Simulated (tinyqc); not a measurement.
Changing the net doping N: two-band model of a narrow-gap semiconductor with electrons and holes. Computed by tinyqc, a small Python program. Command: `OMP_NUM_THREADS=1 python tinyqc.py 3005226 3005227 out.jsonl bipolar sweep`. One thread of a shared host (Intel(R) Xeon(R) Processor @ 2.30GHz), about 0.06 s of CPU time with the checks.

Two parabolic bands with acoustic scattering (r = -1/2, a = 0), a gap that does not change with T, and fully ionised dopants. Melting is ignored, so values above the melting point are formal, and kappa_L does not change with T. eta_n = (E_F - E_c)/(k_B T), eta_p = -eta_n - E_g/(k_B T).

Inputs (values chosen for the exercise, modelled on Mg2Si):

| quantity | value | unit |
|---|---|---|
| electron mass m_n | 0.94 | m_0 |
| hole mass m_p | 1.5 | m_0 |
| electron mobility parameter mu_300,n | 310 | cm^2/(V s) |
| hole mobility parameter mu_300,p | 53 | cm^2/(V s) |
| temperature exponent p | 1.5 | - |
| band gap E_g | 0.66 | eV |
| lattice thermal conductivity kappa_L | 4.1 | W/(m K) |
| temperature T | 260 | K |

Doping: p-type.

Constants: k_B = 8.617333262e-05 eV/K; m_0 = 9.1093837015e-31 kg; k_B = 1.380649e-23 J/K; hbar = 1.054571817e-34 J s; e = 1.602176634e-19 C.

Method:
- With x = E/(k_B T), a = alpha k_B T (0 for a parabolic band), G = x (1 + a x), D = 1 + 2 a x and <y> = int y f (1 - f) dx, f = 1/(1 + exp(x - eta)): tau = tau_0 G^r/D; transport function s = G^(3/2 + r)/D^2; n = N_0 <G^(3/2)> with N_0 = (2 m k_B T)^(3/2)/(3 pi^2 hbar^3).
- Integrals over x = E/(k_B T) use 160 Gauss-Legendre points in u = sqrt(x) from 0 to sqrt(max(eta, 0) + 32).
- Neutrality: p - n = N, with n = N_0(m_n) <x^(3/2)> at eta_n and p = N_0(m_p) <x^(3/2)> at eta_p.
- sigma = e mu_0 N_0 <s> with mu_0 = e tau_0/m = mu_300 (T/300 K)^(-p); |S| = (k_B/e)(<x s>/<s> - eta); Lorenz number L = (k_B/e)^2 (<x^2 s>/<s> - (<x s>/<s>)^2); kappa_e = L sigma T; zT = S^2 sigma T/(kappa_L + kappa_e).
- Hall factor r_H = <x^(3/2)> <x^(1/2)>/<s>^2.
- Both bands together (these totals replace the one-band zT): sigma = sigma_n + sigma_p; S = (sigma_p |S_p| - sigma_n |S_n|)/sigma; kappa_bip = (sigma_n sigma_p/sigma)(|S_n| + |S_p|)^2 T; kappa_e = (L_n sigma_n + L_p sigma_p) T; zT = S^2 sigma T/(kappa_L + kappa_e + kappa_bip); weak-field R_H = (r_p sigma_p^2/p - r_n sigma_n^2/n)/(e sigma^2), where the Hall factors r_n and r_p are <x^(3/2)> <x^(1/2)>/<s>^2.

One run for each value:

| net doping N (1/cm^3) | Seebeck coefficient S (microvolt/K) | zT | bipolar thermal conductivity (W/(m K)) | conductivity sigma (S/cm) | Hall coefficient R_H (cm^3/C) |
|---|---|---|---|---|---|
| 1.10e+17 | 674.21 | 0.002509 | 1.0042e-08 | 8.7052e-01 | 6.6834e+01 |
| 3.00e+17 | 587.82 | 0.005197 | 3.6759e-09 | 2.3724e+00 | 2.4498e+01 |
| 8.10e+17 | 502.40 | 0.010226 | 1.3554e-09 | 6.3926e+00 | 9.0660e+00 |
| 2.20e+18 | 416.76 | 0.018990 | 4.9304e-10 | 1.7269e+01 | 3.3306e+00 |
| 6.00e+18 | 331.57 | 0.032223 | 1.7492e-10 | 4.6425e+01 | 1.2142e+00 |
| 1.60e+19 | 250.28 | 0.046905 | 6.0162e-11 | 1.1947e+02 | 4.4913e-01 |
| 4.50e+19 | 169.86 | 0.054509 | 1.6698e-11 | 3.0766e+02 | 1.5496e-01 |
| 1.20e+20 | 104.40 | 0.044400 | 3.3649e-12 | 6.9608e+02 | 5.5661e-02 |
| 3.30e+20 | 55.70 | 0.024139 | 2.4371e-13 | 1.4777e+03 | 1.9440e-02 |

Over the rows, Seebeck coefficient S (microvolt/K) falls from 674 to 55.7 (exponent d ln y / d ln x -0.14 between the first rows and -0.62 between the last); zT goes from 0.00251 through a maximum among these rows, 0.0545 at 4.50e19, to 0.0241; bipolar thermal conductivity (W/(m K)) falls from 1.00e-8 to 2.44e-13 (exponent d ln y / d ln x -1.0 between the first rows and -2.6 between the last). Heavier doping suppresses the minority band but lowers the single-band |S|; only doping far below the intrinsic density gives the intrinsic values.

Extremes, crossings and ranges named in words are read from the listed rows.
